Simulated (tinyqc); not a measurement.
# From in-plane shear modulus back to C44

Model: anisotropic elasticity and sound waves of a cubic crystal. Computed by tinyqc, a small Python program. Command: `OMP_NUM_THREADS=1 python tinyqc.py 3020965 3020966 out.jsonl cubicelastic inv`. One thread of a shared host (Intel(R) Xeon(R) Processor @ 2.30GHz), about 0.02 s of CPU time with the checks.

Voigt order 1..6 = xx, yy, zz, yz, xz, xy, with engineering shear strains. The rotated frame has x' as named, z' along the wafer normal and y' = z' x x'.

Inputs (values chosen for the exercise, modelled on diamond): C11 = 1064 GPa; C12 = 125.4 GPa.

Frame: (112) wafer, x' along [1-10].

direction cosines a (rows x', y', z' in the cube axes):
```
            x           y           z
x'  0.7071068  -0.7071068   0.0000000
y'  0.5773503   0.5773503  -0.5773503
z'  0.4082483   0.4082483   0.8164966
```

Method:
- S11 = (C11 + C12)/D, S12 = -C12/D, D = (C11 - C12)(C11 + 2 C12), S44 = 1/C44. Zener ratio A = 2 C44/(C11 - C12); S0 = S11 - S12 - S44/2; H = 2 C44 + C12 - C11.
- C'_ijkl = C12 delta_ij delta_kl + C44 (delta_ik delta_jl + delta_il delta_jk) - H sum_m a_im a_jm a_km a_lm.
- Invert C' to S'. E along x' = 1/S'11, along y' = 1/S'22; Poisson ratios nu(x'y') = -S'12/S'11 and nu(x'z') = -S'13/S'11; in-plane shear modulus 1/S'66.

Task: A run gave the result below. Find the C44, known to lie between 310 and 770 GPa.

in-plane shear modulus = 483.3398 GPa

Result:

Each step takes the trial c = (a f_b - b f_a)/(f_b - f_a), f being the result less the target and a, b, c the logarithms of the listed values; c replaces end b, the old b replaces a if the sign of f changed, and otherwise f_a is halved.

Scan of the range:

| C44 (GPa) | in-plane shear modulus (GPa) |
|---|---|
| 310 | 400.669 |
| 361 | 426.636 |
| 420 | 451.629 |
| 489 | 475.688 |
| 569 | 498.410 |
| 662 | 519.729 |
| 770 | 539.533 |

False position (Illinois rule, in the logarithm of the input) inside the bracket:

| step | end a | end b | trial | in-plane shear modulus (GPa) |
|---|---|---|---|---|
| 1 | 489.000 | 569.000 | 514.598 | 483.487 |
| 2 | 489.000 | 514.598 | 513.629 | 483.201 |
| 3 | 514.598 | 513.629 | 514.100 | 483.340 |
| 4 | 513.629 | 514.100 | 514.100 | 483.340 |

In-plane shear modulus rises at every point of a 13-point scan of the range (every second point is shown), so one value fits; it is bracketed by 489 and 569. Answer: C44 = 514.1 GPa.
